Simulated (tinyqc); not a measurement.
Grain-boundary trapping model (Seto) of a polycrystalline semiconductor film: one step, computed by the program tinyqc.

Grains of equal size L are joined by thin boundaries with one trap level. Trapped carriers deplete a width W on each side and raise a barrier, crossed by thermionic emission. Dopants are fully ionised, statistics are non-degenerate and mu_g does not depend on T.

Problem. Resistivity and effective mobility. Boundary: sigma_b = L e^2 n_0 exp(-e V_B/k_B T)/sqrt(2 pi m k_B T); rho = 1/sigma_b. Mean carrier density n_av = n_0 [(1 - 2W/L) + (2W/L) (sqrt(pi)/2) erf(y)/y], y = sqrt(e V_B/k_B T); effective mobility 1/(e n_av rho).

Inputs (values chosen for the exercise, modelled on polycrystalline germanium): effective mass m = 0.21 m_0; grain size L = 340 nm; doping N = 1.1e+17 1/cm^3; temperature T = 350 K.

Grain interior: neglected.

depletion width W = 45.92759 nm

barrier V_B = 0.1312054 V

E_F = -0.1280860 eV

centre density n_0 = 1.10e+17 1/cm^3

Constants: k_B = 8.617333262e-05 eV/K; m_0 = 9.1093837015e-31 kg; k_B = 1.380649e-23 J/K; e = 1.602176634e-19 C.

Give: boundary resistivity; resistivity rho; mean carrier density; effective mobility.

Solution.

boundary resistivity = 0.6152 ohm cm

resistivity rho = 0.6152 ohm cm

mean carrier density = 9.287e+16 1/cm^3

effective mobility = 109.2 cm^2/(V s)
